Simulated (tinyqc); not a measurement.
# Punch-through p+-n junction, ionisation integral and breakdown, step by step

Numbers from tinyqc (`OMP_NUM_THREADS=1 python tinyqc.py 2120132 2120133 out.jsonl`; about 0.1 s on one thread of a shared Intel Xeon 2.30GHz). Printed values are rounded.

A p+ layer at x < 0 and an n drift layer from x = 0 to L on an n+ substrate. Depletion approximation, built-in voltage neglected. Local ionisation coefficients alpha_n = an exp(-(bn/E)^mx), alpha_p = ap exp(-(bp/E)^mx). Electrons move towards +x, holes towards x = 0.

Inputs (values chosen for the exercise); material values close to those of 4H silicon carbide:
- eps_r = 9.56 (relative permittivity)
- an = 1.72e8 1/cm (prefactor of the electron ionisation coefficient)
- bn = 3.23e7 V/cm (field constant for electrons)
- ap = 3.28e8 1/cm (prefactor of the hole ionisation coefficient)
- bp = 2.54e7 V/cm (field constant for holes)
- mx = 1 (exponent)
- N = 7.2e15 cm^-3 (donor density of the drift layer)
- L = 5 um (thickness of the drift layer)
- V = 764 V (reverse voltage)
- fr = 1 (share of the depleted width that the grid covers)

Constants: q = 1.602176634e-19 C, eps0 = 8.8541878128e-14 F/cm where lengths are in cm. Results are converted to the units shown.

## Field and ionisation coefficients on a grid

W = sqrt(2 eps0 eps_r V/(q N)), peak field E0 = q N W/(eps0 eps_r), falling linearly to 0 at W; if W > L the layer is punched through: W = L, E0 = V/L + q N L/(2 eps0 eps_r), falling linearly to E1 = V/L - q N L/(2 eps0 eps_r). Grid: 12 equal steps from 0 to fr W.

W = 5 um

| point | x (um) | E (kV/cm) | alpha_n (1/cm) | alpha_p (1/cm) |
|---|---|---|---|---|
| 0 | 0.00000 | 1868.70 | 5.35640 | 410.022 |
| 1 | 0.41667 | 1811.92 | 3.11617 | 267.800 |
| 2 | 0.83333 | 1755.14 | 1.75044 | 170.155 |
| 3 | 1.25000 | 1698.35 | 0.946073 | 104.883 |
| 4 | 1.66667 | 1641.57 | 0.490021 | 62.5215 |
| 5 | 2.08333 | 1584.78 | 0.242120 | 35.9131 |
| 6 | 2.50000 | 1528 | 0.113524 | 19.7962 |
| 7 | 2.91667 | 1471.22 | 0.0502060 | 10.4218 |
| 8 | 3.33333 | 1414.43 | 0.0207956 | 5.21109 |
| 9 | 3.75000 | 1357.65 | 0.00800145 | 2.45887 |
| 10 | 4.16667 | 1300.86 | 0.00283238 | 1.08659 |
| 11 | 4.58333 | 1244.08 | 9.11934e-4 | 0.445678 |
| 12 | 5.00000 | 1187.30 | 2.63449e-4 | 0.167862 |

## Ionisation integrals by the trapezoid rule

G(x) = integral from 0 to x of (alpha_n - alpha_p); I_n = integral of alpha_n exp(-G) (electrons injected at x = 0), I_p = integral of alpha_p exp(G(end) - G) (holes injected at the far edge); M = 1/(1 - I). All integrals by the trapezoid rule on the grid.

| point | G | alpha_n exp(-G) (1/cm) |
|---|---|---|
| 0 | 0.0000000 | 5.35640 |
| 1 | -0.0139448 | 3.15993 |
| 2 | -0.0229674 | 1.79111 |
| 3 | -0.0286412 | 0.97356 |
| 4 | -0.0320989 | 0.50601 |
| 5 | -0.0341344 | 0.25053 |
| 6 | -0.0352876 | 0.11760 |
| 7 | -0.0359137 | 0.05204 |
| 8 | -0.0362379 | 0.02156 |
| 9 | -0.0363971 | 0.00830 |
| 10 | -0.0364707 | 0.00294 |
| 11 | -0.0365026 | 0.00095 |
| 12 | -0.0365153 | 0.00027 |

I_n = 3.98452e-4
I_p = 0.0362064
M_n = 1.00040
M_p = 1.03757

A grid of 1500 steps over the whole width gives I_n = 3.889e-4 and I_p = 0.03568; the coarse I_n is 2.4 % above and the coarse I_p 1.5 % above those values. Holes multiply more: on this coarse grid M - 1 is 94.2 times as large for them.

## Breakdown voltage by secant steps

G(x) = integral from 0 to x of (alpha_n - alpha_p); I_n = integral of alpha_n exp(-G) (electrons injected at x = 0), I_p = integral of alpha_p exp(G(end) - G) (holes injected at the far edge); M = 1/(1 - I). Secant steps on ln I_n(V) = 0 with the integrals on a fine grid (1500 steps), from the points V = 975 and 1120 V; stop when the step is below 1e-7 of V.

Course of the iteration:

| step | V (V) | I_n | change of V (V) |
|---|---|---|---|
| 1 | 1120 | 0.366944 | 48.5 |
| 2 | 1168.50 | 1.62266 | -15.8 |
| 3 | 1152.71 | 0.955462 | 1.36 |
| 4 | 1154.07 | 0.998102 | 0.0591 |
| 5 | 1154.13 | 1.00001 | -2.42e-4 |
| 6 | 1154.13 | 1.00000 | 4.12e-8 |

Breakdown at 1154.1 V, with a peak field of 2649 kV/cm and W = 5.000 um. The integral for holes reaches 1 at the same voltage.
